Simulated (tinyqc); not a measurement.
Inside a calculation. Method: tight binding, honeycomb lattice. One step of it, computed by the program tinyqc.

Question. Bloch Hamiltonian at k. H_AB = -t1 (1 + exp(-i k.a1) + exp(-i k.a2)); H_AA = delta - 2 t2 sum cos(k.b + phi), H_BB = -delta - 2 t2 sum cos(k.b - phi), b = a1, a2 - a1, -a2.

Parameters chosen for this model:
```
parameter     value                        unit
t1         2.200000                 eV, nearest
t2         0.280000       eV, second neighbours
phi        2.060000  rad, phase of t2 (Haldane)
delta      1.730000          eV, +/- on A and B
```

k point k (fractions of the reciprocal vectors): 0.200000  0.410000

Give: H(k) at k.

Answer.

H(k) at k (eV):
```
                 A                B
A           2.3386  -1.0223+3.2711i
B  -1.0223-3.2711i          -2.4895
```
